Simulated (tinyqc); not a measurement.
Barrier thickness: exchange-split free-electron bands and tunnelling magnetoresistance.

Majority and minority bands E = c k^2/m -/+ Dx/2, c = hbar^2/2m0, so k_up = sqrt(m (EF + Dx/2)/c), k_dn = sqrt(m (EF - Dx/2)/c); n_s = k_s^3/(6 pi^2), D_s = m k_s/(4 pi^2 c).

Barrier: kappa = sqrt(mb phi/c), c = hbar^2/2m0. With a = k1/m, b = k2/m, w = kappa/mb, the transmission at normal incidence is T(k1, k2) = 4 a b w^2/[w^2 (a + b)^2 + (w^2 + a^2)(w^2 + b^2) sinh^2(kappa d)]. Parallel: G_P = T(up, up) + T(dn, dn); antiparallel: G_AP = 2 T(up, dn); TMR = (G_P - G_AP)/G_AP. Julliere: TMR = 2 P^2/(1 - P^2). Slonczewski factor: P_eff = P_k (w^2 - a_up a_dn)/(w^2 + a_up a_dn), P_k = (k_up - k_dn)/(k_up + k_dn).

Constants: hbar^2/2m0 = 3.80998211 eV angstrom^2.

Inputs chosen for the exercise:
- EF = 2.61 eV (Fermi energy above the mean band bottom)
- Dx = 2.66 eV (exchange splitting)
- m = 0.8 m0 (mass in the electrodes)
- phi = 1.5 eV (barrier height above EF)
- mb = 0.72 m0 (mass in the barrier)

Results:
```
d (angstrom)  kappa d       G_P      G_AP  TMR (%)
1               0.532      1.49      1.40     5.99
2               1.065     0.714     0.694     2.96
3               1.597     0.279     0.275     1.33
4               2.130     0.100    0.0997     0.69
6               3.194    0.0122    0.0121     0.37
8               4.259   0.00145   0.00145     0.33
10              5.324  0.000173  0.000172     0.33
13              6.921  7.08e-06  7.05e-06     0.33
20             10.648  4.10e-09  4.09e-09     0.33
```

Give the missing row, d (angstrom) = 16.

Computed row:
```
d (angstrom)  kappa d       G_P      G_AP  TMR (%)
16              8.519  2.90e-07  2.89e-07     0.33
```

For thick barriers each angstrom costs a factor exp(2 kappa) = 2.90 in both conductances, and TMR settles at 0.33 % (the interface factor, which vanishes at (kappa/mb)^2 = k_up k_dn/m^2, reduces it below the value from the polarisation of k alone); it is within 0.1 point of that from d = 6 angstrom on. At 1 angstrom it is 5.99 %, where the barrier is thin and the mismatch of k_up and k_dn starts to rule, as it does fully for d -> 0.

Computed by tinyqc, a small Python program: `OMP_NUM_THREADS=1 python tinyqc.py 1650075 1650076 out.jsonl` (the numbers bound the seed that draws the inputs); one thread of a shared host (Intel(R) Xeon(R) Processor @ 2.30GHz), about 0.01 s for the whole set of steps.
